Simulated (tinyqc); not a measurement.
## Ideality, saturation current and resistance from three points

Inverse problem. Well above the saturation current a diode obeys V = n Vt ln(I/I0) + I Rs. Find n, Rs and I0.

Parameters, values chosen for the exercise: temperature T = 300 K.

Constants: q = 1.602176634e-19 C, kB = 1.380649e-23 J/K, Vt = kB T/q. Results are converted to the units shown.

currents (A): [4e-6, 0.0001, 0.02]
voltages (V): [0.40068336, 0.49725427, 0.66489791]

Solution. V is linear in the three unknowns n Vt, Rs and -n Vt ln I0, so three points give a linear system.

n = 1.160
Rs = 0.4400 ohm
I0 = 6.300e-12 A

Computed by the program tinyqc: `OMP_NUM_THREADS=1 python tinyqc.py 2260153 2260154 out.jsonl`, one thread of a shared Intel Xeon 2.30GHz, about 0.01 s for the whole run.
